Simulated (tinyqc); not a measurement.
# Fully depleted semiconductor-on-insulator film with two gates, non-linear Poisson equation by Newton steps: two studies

One dimension across the film, front interface at x = 0, back interface at x = ts. psi is counted from the intrinsic level, n = ni exp(psi/Vt) (source grounded), holes neglected, acceptors ionised. Gates act through Cox = eps0 eox/tox and Cbox = 3.9 eps0/tb with potentials G1 = Vg - (phiM - chi - Vt ln(Nc/ni)) and G2 = Vb - (phiB - chi - Vt ln(Nc/ni)). Classical Boltzmann densities, no interface charge, no depletion in the back plane.

Values chosen for this exercise; band and dielectric values close to those of silicon:
```
symbol    value   unit                                                                 meaning
T           400      K                                                             temperature
Eg         1.11     eV                                                                band gap
eps_r      11.7                                                          relative permittivity
Nc      4.26e19  cm^-3                                  conduction-band density of states at T
Nv      4.02e19  cm^-3                                     valence-band density of states at T
chi        4.06     eV                                                       electron affinity
eox         3.9         relative permittivity of the gate insulator (close to silicon dioxide)
tox        0.98     nm                                                     insulator thickness
ts          5.7     nm                                                          film thickness
tb           18     nm                                      buried-oxide thickness (eps_r 3.9)
Na         1e15  cm^-3                                            acceptor density of the film
phiM       4.28     eV                                         work function of the front gate
phiB       4.56     eV                                         work function of the back plane
Vb         -1.8      V                                                       back-gate voltage
```

Constants: q = 1.602176634e-19 C, kB = 1.380649e-23 J/K, Vt = kB T/q, eps0 = 8.8541878128e-14 F/cm where lengths are in cm. Results are converted to the units shown.

Each table varies one quantity; the others keep the values above.

## Charge against front-gate voltage

ni = sqrt(Nc Nv) exp(-Eg/(2 Vt)), Eg in volts. The Poisson equation eps0 eps_r d2psi/dx2 = q (n + Na), with -eps0 eps_r dpsi/dx = Cox (G1 - psi) at x = 0 and eps0 eps_r dpsi/dx = Cbox (G2 - psi) at x = ts, is solved on 300 equal intervals with half boxes at both ends; N_inv is the trapezoid sum of n. Swing = ln 10/(d ln N_inv/dVg); the last column is (dN_inv/dVb)/(dN_inv/dVg).

Charge against front-gate voltage:
columns A: Vg (V); B: psi front (V); C: psi back (V); D: N_inv (cm^-2); E: centroid/ts; F: swing (mV/decade); G: q dN_inv/dVg over Cox; H: back/front leverage
```
A           B        C        D       E       F        G       H
-0.2   0.0477   -0.123   1.92e6   0.194    84.9  2.37e-6  0.0691
-0.05   0.191  0.00595   1.13e8   0.182    84.8  1.39e-4  0.0678
0.1     0.333    0.135   6.58e9   0.170    85.5  0.00806  0.0666
0.25    0.465    0.251  2.69e11   0.157     117    0.241  0.0649
0.4     0.541    0.303  1.83e12   0.134     296    0.647  0.0614
0.55    0.581    0.320  4.24e12   0.113     562    0.789  0.0586
0.7     0.607    0.328  6.96e12  0.0978     856    0.851  0.0568
0.85    0.626    0.332  9.83e12  0.0862  1.16e3    0.885  0.0556
1       0.641    0.335  1.28e13  0.0773  1.48e3    0.907  0.0548
```

N_inv passes 1e11 cm^-2 at Vg = 0.205 V. The swing starts at 84.9 mV a decade, against (1 + k) Vt ln 10 = 83.3 for a front channel with k = Cs Cbox/(Cox (Cs + Cbox)) = 0.0492, Cs = eps0 eps_r/ts; above threshold this column is no longer a subthreshold swing. The centroid falls from 0.194 to 0.0773 of ts and the leverage of the back gate falls from 0.0691 to 0.0548. For Vg = 0.4, 0.55, 0.7, 0.85, 1 the density at an interface exceeds 0.3 Nc, where Boltzmann statistics fail. In every row the classical centroid lies within 3 nm of an interface, where confinement, left out, would push it away.

## Threshold and coupling against the back-gate voltage

VT is the Vg for N_inv = 1e11 cm^-2; -dVT/dVb from the linearised equation. Limits with Cs = eps0 eps_r/ts: front channel Cs Cbox/(Cox (Cs + Cbox)), back channel Cbox (Cox + Cs)/(Cox Cs). Swing at N_inv = 1e8 cm^-2.

The same in every row: front-channel limit = 0.0492; back-channel limit = 0.160.

Threshold and coupling against the back-gate voltage:
```
Vb (V)    VT (V)  centroid/ts at VT  -dVT/dVb  swing (mV/decade)
-3         0.280              0.106    0.0599               84.2
-2.25      0.234              0.135    0.0629               84.5
-1.5       0.185              0.185    0.0680               85.0
-0.75      0.131              0.274    0.0770               85.9
0         0.0678              0.417    0.0920               87.3
0.75    -0.00836              0.593     0.111               88.9
1.5      -0.0983              0.737     0.128               90.0
2.25      -0.199              0.824     0.138               90.6
3         -0.305              0.873     0.144               91.0
```

As Vb goes from -3 to 3, VT falls from 0.280 to -0.305 V, the centroid rises from 0.106 to 0.873 of ts and -dVT/dVb rises from 0.0599 to 0.144. The coupling covers 9.61 % of the way from the front-channel to the back-channel limit in the first row and 85.8 % in the last. A positive back bias draws the electrons to the back interface, where the back gate has more leverage and the front gate less, so the swing worsens.

Range of the model: In so thin a film or at such density quantum confinement moves the charge away from the interfaces and raises the threshold.

Numbers from tinyqc (`OMP_NUM_THREADS=1 python tinyqc.py 2190080 2190081 out.jsonl`; about 0.3 s on one thread of a shared Intel Xeon 2.30GHz).
